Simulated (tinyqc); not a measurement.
Worked calculation: linear model of a band gap against the share of exact exchange. Values are carried at full precision from step to step, so a last printed digit may differ when a step is redone from the rounded ones.

E(alpha) = E0 + S alpha. A wider gap screens less, modelled in the Penn form eps(alpha) = 1 + (e0 - 1)(EP/(EP + S alpha))^2 with a scale EP chosen for the exercise. A dielectric-dependent hybrid takes alpha = 1/eps.

Values chosen for the exercise (of the order of those of SiO2; shifted at random, so the results belong to these values and not to a real crystal):
- E0 = 5.71 eV (gap of the semi-local functional)
- S = 10.41 eV (slope dE/d(alpha))
- e0 = 2.42 (optical dielectric constant at alpha = 0)
- EP = 32.2 eV (energy scale of the screening)
- Et = 9.14 eV (target gap)
- a_start = 0.1 (starting alpha)
- fv = 0.46 (share of the opening taken by the valence edge)
- Ed = 4.85 eV (defect level above the semi-local valence top)
- cd = -0.12 (shift of the level per unit opening, on the scale of the mean potential)

## Fixed shares

Gap, error against the target and eps for alpha = 0, 0.25 and 1/e0; and the alpha that meets the target, (Et - E0)/S.

Results:

| alpha | E (eV) | E - Et (eV) | eps |
|---|---|---|---|
| 0.0000 | 5.710 | -3.430 | 2.420 |
| 0.2500 | 8.312 | -0.828 | 2.216 |
| 0.4132 | 10.012 | 0.872 | 2.105 |

alpha for the target = 0.3295

A quarter of exact exchange falls short of the target by 0.83 eV: the material needs 0.329, and 1/e0 = 0.413 lies about as far from it as 0.25 does.

## Self-consistent share

Iterate alpha -> 1/eps(alpha) seven times from a_start. The fixed point solves alpha eps(alpha) = 1; the contraction factor there is 2 (eps - 1) S/((EP + S alpha) eps^2).

Iterates:

| step | alpha | eps | E (eV) |
|---|---|---|---|
| 0 | 0.10000 | 2.3325 | 6.7510 |
| 1 | 0.42873 | 2.0953 | 10.1731 |
| 2 | 0.47725 | 2.0658 | 10.6782 |
| 3 | 0.48408 | 2.0617 | 10.7493 |
| 4 | 0.48504 | 2.0611 | 10.7593 |
| 5 | 0.48517 | 2.0610 | 10.7607 |
| 6 | 0.48519 | 2.0610 | 10.7608 |
| 7 | 0.48519 | 2.0610 | 10.7609 |

fixed point = 0.48519
contraction factor = 0.1396

The factor is positive, so the iterates approach from one side, the error shrinking to 0.14 of itself each step; the gap is within 0.01 eV of its limit from step 4. Self-consistency moves the gap by +0.749 eV against the one-shot choice 1/e0, since a wider gap screens less.

## Band edges and a deep level

The opening c = S alpha lowers the valence top by fv c and raises the conduction edge by (1 - fv) c, both against the mean potential; the level moves by cd c. Use the fixed point. Compare with stretching the level in proportion to the gap and with pinning it to either edge.

opening c = 5.051 eV

shifts of the valence and conduction edges (eV): -2.323  2.727

level above the valence top = 6.567 eV
level below the conduction edge = 4.194 eV

level above the valence top: stretched, tied to the valence edge, tied to the conduction edge (eV): 9.140  4.850  9.901

The three recipes err by +2.57, -1.72 and +3.33 eV against alignment through the mean potential. With cd = -0.12 the level moves with the valence edge, by 0.26 times as much as that edge.

## Checks

- Fixed point by bisection against 60 substitutions: both 0.48519.

(tinyqc, `OMP_NUM_THREADS=1 python tinyqc.py 1850499 1850500 out.jsonl`, Intel(R) Xeon(R) Processor @ 2.30GHz, 1 thread, shared host, about 0.01 s.)
